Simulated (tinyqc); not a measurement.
# IGBT as a p-i-n diode in series with a MOS channel, on-state and switching loss: effects of single changes

High injection (n = p) in a drift layer from x = -W/2 (anode) to +W/2 (cathode side), recombination only in the layer with lifetime tau, ideal emitters. The channel feeds the cathode side and carries the whole current. Auger recombination, carrier-carrier scattering, emitter losses and the carrier dip under the p body are left out.

Values chosen for this exercise; material values close to those of silicon:
- T = 300 K (temperature)
- Eg = 1.14 eV (band gap)
- Nc = 2.75e19 cm^-3 (conduction-band density of states at T)
- Nv = 2.69e19 cm^-3 (valence-band density of states at T)
- mn = 1400 cm^2/(V s) (electron mobility)
- mp = 480 cm^2/(V s) (hole mobility)
- W = 60 um (width of the drift layer)
- Nd = 1.5e14 cm^-3 (doping of the drift layer)
- tau = 0.45 us (high-injection lifetime)
- J = 30 A/cm^2 (current density)
- Rch = 2.5 mohm cm^2 (channel and accumulation resistance)
- Vdc = 400 V (link voltage)
- ks = 0.09 (turn-off energy per stored charge and link voltage)
- f = 10 kHz (switching frequency)

Constants: q = 1.602176634e-19 C, kB = 1.380649e-23 J/K, Vt = kB T/q. Results are converted to the units shown.

Each table varies one quantity; the others keep the values above.

## Effect of the width of the drift layer

b = mn/mp, B = (b - 1)/(b + 1), La = sqrt(2 Vt mn mp tau/(mn + mp)), y = W/(2 La). n(x) = (tau J/(2 q La))[cosh(x/La)/sinh y - B sinh(x/La)/cosh y]. Vm = Vt [(8 b/(b + 1)^2)(sinh y/s) arctan(s sinh y) + B ln((1 + B tanh^2 y)/(1 - B tanh^2 y))], s = sqrt(1 - B^2 tanh^2 y); Vj = Vt ln(n(-W/2) n(W/2)/ni^2), ni = sqrt(Nc Nv) exp(-Eg/(2 Vt)), Eg in volts; Vc = J Rch; Von = Vm + Vj + Vc. Stored charge tau J, turn-off energy Eoff = ks tau J Vdc, loss at half duty 0.5 J Von + f Eoff. A unipolar device on the same layer has Vu = J (W/(q mn Nd) + Rch).

The same in every row: Eoff (mJ/cm^2) = 0.4860.

Effect of the width of the drift layer:
```
W (um)       y  Von (V)  Vu (V)  total loss (W/cm^2)
24      0.4161   0.8825   2.215                18.10
31      0.5375   0.8765   2.839                18.01
41      0.7109   0.8752   3.731                17.99
54      0.9362   0.8826   4.890                18.10
70       1.214   0.9035   6.317                18.41
92       1.595   0.9537   8.278                19.17
120      2.081    1.061   10.77                20.77
```

As W goes from 24 to 120 um, Von goes from 0.883 through a minimum of 0.875 (at W = 41 um among the rows listed) to 1.06 V, Eoff stays at 0.486 mJ/cm^2 and the total loss goes from 18.1 through a minimum of 18.0 (at W = 41 um among the rows listed) to 20.8 W/cm^2. Von is below Vu in 7 of the 7 rows.

## Effect of the high-injection lifetime

Same model as above.

The same in every row: Vu (V) = 5.425.

Results:
```
tau (us)       y  Von (V)  Eoff (mJ/cm^2)  total loss (W/cm^2)
0.09       2.326    1.098         0.09720                17.45
0.15       1.802   0.9641          0.1620                16.08
0.24       1.424   0.9118          0.2592                16.27
0.39       1.117   0.8911          0.4212                17.58
0.64      0.8723   0.8886          0.6912                20.24
1         0.6978   0.8957           1.080                24.24
2.8       0.4170   0.9297           3.024                44.19
4.5       0.3290   0.9500           4.860                62.85
```

Estimate the missing row, tau = 1.7 us.

Computed row:
```
tau (us)       y  Von (V)  Eoff (mJ/cm^2)  total loss (W/cm^2)
1.7       0.5352   0.9110           1.836                32.02
```

With this row back in the table: As tau goes from 0.09 to 4.5 us, Von goes from 1.10 through a minimum of 0.889 (at tau = 0.64 us among the rows listed) to 0.950 V, Eoff rises from 0.0972 to 4.86 mJ/cm^2 and the total loss goes from 17.4 through a minimum of 16.1 (at tau = 0.15 us among the rows listed) to 62.8 W/cm^2. Von is below Vu in 9 of the 9 rows. A short lifetime starves the middle of the layer, a long one stores charge, hence the minimum of the loss.

## Effect of the current density

Same model as above.

The same in every row: y = 1.040.

Result of one run:
```
J (A/cm^2)  Von (V)  Vu (V)  Eoff (mJ/cm^2)  total loss (W/cm^2)
4.8          0.7312  0.8680         0.07776                2.532
```

What becomes of these results when the current density J is changed from 4.8 to 12 A/cm^2, all else the same?

Result of the changed run:
```
J (A/cm^2)  Von (V)  Vu (V)  Eoff (mJ/cm^2)  total loss (W/cm^2)
12           0.7966   2.170          0.1944                6.723
```

The whole series:
```
J (A/cm^2)  Von (V)   Vu (V)  Eoff (mJ/cm^2)  total loss (W/cm^2)
0.3          0.5766  0.05425        0.004860               0.1351
0.76         0.6258   0.1374         0.01231               0.3609
1.9          0.6760   0.3436         0.03078               0.9500
4.8          0.7312   0.8680         0.07776                2.532
12           0.7966    2.170          0.1944                6.723
31           0.8931    5.606          0.5022                18.87
78            1.058    14.10           1.264                53.91
200           1.412    36.17           3.240                173.6
500           2.209    90.41           8.100                633.4
```

As J goes from 0.3 to 500 A/cm^2, Von rises from 0.577 to 2.21 V, Eoff rises from 0.00486 to 8.10 mJ/cm^2 and the total loss rises from 0.135 to 633 W/cm^2. Von is below Vu in 6 of the 9 rows. At low current the junction voltage makes the bipolar device the worse one. For J = 0.3 to 1.9 A/cm^2 the injected density falls below 5 Nd somewhere, so high injection is doubtful. At J = 500 A/cm^2 the density at the anode passes 2e17 cm^-3, where Auger recombination and emitter losses matter.

Computed by the program tinyqc: `OMP_NUM_THREADS=1 python tinyqc.py 2590044 2590045 out.jsonl`, one thread of a shared Intel Xeon 2.30GHz, about 0.01 s for the whole run.
